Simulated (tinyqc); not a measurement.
# Doping and offset from the band bending

Problem. An n-N heterojunction in equilibrium with Boltzmann electrons and no holes obeys er1 N1 g(u1/Vt) = er2 N2 g(-u2/Vt), g(t) = exp(t) - t - 1, where u1 = psi_j - psi_L and u2 = psi_R - psi_j, and u1 + u2 = dEc + Vt ln(N2 Nc1/(N1 Nc2)). Find N2 and dEc.

Parameters, values chosen for the exercise; band and dielectric values those of a made-up pair:
- T = 400 K (temperature)
- er1 = 10.7 (relative permittivity of material 1)
- Nc1 = 7.61e17 cm^-3 (conduction-band density of states of material 1)
- er2 = 11 (relative permittivity of material 2)
- Nc2 = 6.91e17 cm^-3 (conduction-band density of states of material 2)
- N1 = 4.7e16 cm^-3 (donor density of material 1)

Constants: q = 1.602176634e-19 C, kB = 1.380649e-23 J/K, Vt = kB T/q. Results are converted to the units shown.

bending psi_j - psi_L = 0.049690968 V
bending psi_R - psi_j = 0.18241593 V

Solution. Continuity of D gives N2 directly; the sum of the bendings then gives the offset.

N2 = 1.90e16 cm^-3
dEc = 0.260 eV

tinyqc, about 0.02 s, one thread, Intel Xeon 2.30GHz (shared host): `OMP_NUM_THREADS=1 python tinyqc.py 2040113 2040114 out.jsonl`
